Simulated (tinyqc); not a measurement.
Inside a calculation (part 2 of 2). Method: RKS/LDA (VWN5) in the sto-3g basis, for BeH2, spin multiplicity 1. Computed by tinyqc, a small Python program that keeps every step (integrals from PySCF). Command: `OMP_NUM_THREADS=1 python tinyqc.py 23492 23493 out.jsonl` (the two numbers bound the seeds that draw the settings). One thread of a shared host (Intel(R) Xeon(R) Processor @ 2.60GHz), about 0.6 s of CPU time with the checks.

Geometry (angstrom):
```
atom        x         y        z
Be    0.00000   0.00000  0.00000
H     0.00000   1.57200  0.02900
H     0.00000  -1.57200  0.02900
```

## Convergence

Stop when the energy changes by less than 1e-09 hartree and every element of the error matrix X^T (F D S - S D F) X is below 9e-06.

Course of the cycle:
```
iteration  E (hartree)     change  largest element of the error matrix
1           -8.0464767          -                             2.62e+00
2          -14.8528472  -6.81e+00                             3.70e-01
3          -15.1573412  -3.04e-01                             4.30e-01
4          -15.4379328  -2.81e-01                             7.00e-02
5          -15.4449683  -7.04e-03                             3.66e-02
6          -15.4474982  -2.53e-03                             4.46e-03
7          -15.4475196  -2.14e-05                             9.59e-04
8          -15.4475208  -1.28e-06                             2.93e-05
9          -15.4475208  -1.83e-09                             3.38e-06
10         -15.4475208  -1.22e-11                             3.98e-08
```

PySCF RKS in the same basis, fine grid = -15.4105379 hartree

Converged in 10 iterations. The coarse grid moves the energy by -3.70e-02 hartree.

## Populations, bond orders and dipole

D after iteration 10, lower triangle:
```
           1Be 1s   1Be 2s  1Be 2px   1Be 2py  1Be 2pz     2H 1s    3H 1s
1Be 1s    2.05473
1Be 2s   -0.20202  0.85206
1Be 2px   0.00000  0.00000  0.00000
1Be 2py   0.00000  0.00000  0.00000   0.49189
1Be 2pz  -0.00157  0.00474  0.00000   0.00000  0.00003
2H 1s    -0.18634  0.47069  0.00000   0.42753  0.00264   0.63440
3H 1s    -0.18634  0.47069  0.00000  -0.42753  0.00264  -0.10879  0.63440
```

overlap S, lower triangle:
```
          1Be 1s   1Be 2s  1Be 2px   1Be 2py  1Be 2pz    2H 1s    3H 1s
1Be 1s   1.00000
1Be 2s   0.25952  1.00000
1Be 2px  0.00000  0.00000  1.00000
1Be 2py  0.00000  0.00000  0.00000   1.00000
1Be 2pz  0.00000  0.00000  0.00000   0.00000  1.00000
2H 1s    0.04173  0.36988  0.00000   0.45311  0.00836  1.00000
3H 1s    0.04173  0.36988  0.00000  -0.45311  0.00836  0.01341  1.00000
```

Mulliken: Z minus the diagonal of D S on the atom; Loewdin: the same with S^(1/2) D S^(1/2); Mayer order: 2 sum_s sum (D(s) S)_ij (D(s) S)_ji over the two atoms.

Charges (e):
```
atom  Mulliken   Loewdin
1Be   -0.01398  -0.01066
2H     0.00699   0.00533
3H     0.00699   0.00533
```

Mayer bond orders:
```
pair    order
2-1   0.98365
3-1   0.98365
3-2   0.01630
```

dipole moment about the origin, x y z (debye): 0.00000  0.00000  -0.06607
